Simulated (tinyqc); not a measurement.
What moves the zone average: special k points of the fcc lattice.

Lattice vectors in units of a: a1 = (0, 1/2, 1/2), a2 = (1/2, 0, 1/2), a3 = (1/2, 1/2, 0); reciprocal vectors b_i with a_i . b_j = 2 pi delta_ij. Mesh: k = sum_i f_i b_i with f_i = (2 j_i + shift)/(2 N), j_i = 0 .. N-1. The point group of the lattice has 48 operations; only those that map the mesh onto itself are used.

A_m(k) = sum over the m-th star of lattice vectors R of cos(k . R), stars in order of length: m = 1: |R|^2 = 0.5, 12 vectors, such as (1, 0, 0) in the basis a_i; m = 2: |R|^2 = 1, 6 vectors, such as (1, 1, -1) in the basis a_i; m = 3: |R|^2 = 1.5, 24 vectors, such as (2, 0, -1) in the basis a_i; m = 4: |R|^2 = 2, 12 vectors, such as (2, 0, 0) in the basis a_i; m = 5: |R|^2 = 2.5, 24 vectors, such as (2, 1, -1) in the basis a_i; m = 6: |R|^2 = 3, 8 vectors, such as (3, -1, -1) in the basis a_i. The zone mean of every A_m is zero.

Test function, the lower band of a two-band insulator: E(k) = -sqrt(D^2 + (e0 - t A_1(k))^2).

Parameters, chosen for this exercise:
```
symbol  value  unit  meaning
D       2.48   eV    half gap term
t       0.32   eV    coupling
e0      1.09   eV    offset
N       4            points along each reciprocal vector
shift   0            half steps
```

Mean of E over the mesh, and its error against the unshifted mesh with N = 24.

One parameter was then changed.

Results before and after:
```
case     mean (eV)  error (meV)  irreducible points
base       -2.9115        -0.03                   8
changed    -2.2997        -0.67                   8
```

Which of these changes was made? (a) N = 5; (b) shift = 1; (c) D = 1.736 eV; (d) t = 0.416 eV.
Answer: (c) D = 1.736 eV. Of the candidates, run in turn, only this one gives the changed row.

All candidates:
```
case          mean (eV)  error (meV)  irreducible points
base            -2.9115        -0.03                   8
N = 5           -2.9116        -0.12                  10
shift = 1       -2.9115        -0.06                  10
D = 1.736 eV    -2.2997        -0.67                   8
t = 0.416 eV    -3.0422        -1.63                   8
```

Computed by tinyqc, a small Python program: `OMP_NUM_THREADS=1 python tinyqc.py 1681040 1681041 out.jsonl` (the numbers bound the seed that draws the inputs); one thread of a shared host (Intel(R) Xeon(R) Processor @ 2.30GHz), about 0.1 s for the whole set of steps.
